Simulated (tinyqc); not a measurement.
Inside a calculation. Method: plane-wave Kohn-Sham cycle with exchange-only LDA in a layered model solid. One step of it, computed by the program tinyqc.

Question. Iteration 1: levels at that k. Diagonalise the Hermitian matrix.

H (hartree), lower triangle:
```
           -2         -1         +0         +1        +2
-2   1.447653
-1  -0.390000   0.166995
+0   0.080000  -0.390000  -0.259891
+1   0.000000   0.080000  -0.390000   0.166995
+2   0.000000   0.000000   0.080000  -0.390000  1.447653
```

Give: eigenvalues.

Answer.

eigenvalues (hartree): -0.620  -0.017  0.450  1.552  1.605
